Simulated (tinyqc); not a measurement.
Trench capacitor in an array: capacitance, non-linearity, leakage and relaxation: capacitance, non-linearity and leakage against thickness.

A film between two metal electrodes, each interface adding a series capacitance ci. The small-signal permittivity is ek (1 + aq E^2); the field is found with the linear permittivity. Leakage J = J0 sinh(E/Ef). After a voltage step the film passes a relaxation current kr C V tt^(-nr), tt being the time in seconds. The sidewall is a coaxial capacitor with radii a = dm/2 - t and b = dm/2, depth AR dm; the end face is left out.

Planar film: Cf = eps0 ek/t, 1/C = 1/Cf + 2/ci, EOT = 3.9 eps0/C, effective permittivity C t/eps0, E = (V/t) C/Cf; quadratic coefficient [C(V)/C - 1]/V^2 with Cf (1 + aq E^2) in C(V).

Inputs (values chosen for the exercise); permittivity of the order of that of titanium dioxide:
```
symbol  value       unit                                                             meaning
ek       86.2                                              relative permittivity of the film
ci       1000    uF/cm^2  capacitance of each electrode interface (dead layer and screening)
aq      0.022  cm^2/MV^2                     quadratic field coefficient of the permittivity
V         0.9          V                                                                bias
J0      1e-10     A/cm^2                                                   leakage prefactor
Ef       0.29      MV/cm                             field for an e-fold rise of the leakage
```

Constants: eps0 = 8.8541878128e-14 F/cm where lengths are in cm. Results are converted to the units shown.

Capacitance, non-linearity and leakage against thickness:
```
t (nm)	C (uF/cm^2)	EOT (nm)	effective permittivity	E (MV/cm)	quadratic coefficient (ppm/V^2)	J (A/cm^2)
3.5	20.895	0.16526	82.598	2.4640	1.5713e5	2.4486e-7
5	14.812	0.23312	83.646	1.7467	80249	2.0641e-8
7.1	10.523	0.32814	84.386	1.2409	40915	3.6079e-9
10	7.5176	0.45934	84.904	0.88647	21017	1.0606e-9
14	5.3929	0.64032	85.270	0.63592	10864	4.4245e-10
21	3.6082	0.95702	85.578	0.42548	4881.3	2.0532e-10
29	2.6181	1.3190	85.749	0.30872	2575.0	1.2773e-10
42	1.8106	1.9071	85.888	0.21351	1233.7	8.0458e-11
60	1.2688	2.7215	85.981	0.14962	606.47	5.3912e-11
```

C falls from 20.9 to 1.27 uF/cm^2 while the effective permittivity goes from 82.6 to 86.0 (ek = 86.2). EOT is a straight line in t with slope 3.9/ek = 0.0452 and intercept 0.00691 nm. The quadratic coefficient goes as t^(-1.88) between the first two rows and t^(-1.99) between the last two (-2 without interfaces), and J falls by 3.66 decades. For t = 3.5 direct tunnelling, left out, would add to the leakage.

Numbers from tinyqc (`OMP_NUM_THREADS=1 python tinyqc.py 2102088 2102089 out.jsonl`; about 0.01 s on one thread of a shared Intel Xeon 2.30GHz).
